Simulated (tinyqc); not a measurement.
# Error from band bending against W

In A the levels shift by pb (1 - z/W)^2 for z < W. The signal from depth z is weighted by exp(-z/le)/le, so the centroid shifts by pb [1 - 2/a + (2/a^2)(1 - exp(-a))], a = W/le, and the error of iA against its value at the interface is that less pb.

Inputs (values chosen for the exercise): band bending in A at the interface pb = 0.38 V; escape depth le = 2.3 nm.

Error from band bending against W:

| W (nm) | a | centroid shift (eV) | error (meV) |
|---|---|---|---|
| 2.8 | 1.2174 | 0.11673 | -263.27 |
| 5 | 2.1739 | 0.17293 | -207.07 |
| 8.6 | 3.7391 | 0.22981 | -150.19 |
| 15 | 6.5217 | 0.28131 | -98.691 |
| 26 | 11.304 | 0.31872 | -61.284 |
| 45 | 19.565 | 0.34314 | -36.859 |
| 79 | 34.348 | 0.35852 | -21.482 |
| 140 | 60.870 | 0.36772 | -12.281 |
| 240 | 104.35 | 0.37279 | -7.2135 |

The size of the error falls from 263 to 7.21 meV; for large a it is 2 |pb|/a. It is below 50 meV, a typical accuracy of the method, in 4 of the 9 rows. Heavily doped substrates and deep-probing photons need the correction.

Numbers from tinyqc (`OMP_NUM_THREADS=1 python tinyqc.py 2410163 2410164 out.jsonl`; about 0.01 s on one thread of a shared Intel Xeon 2.30GHz).
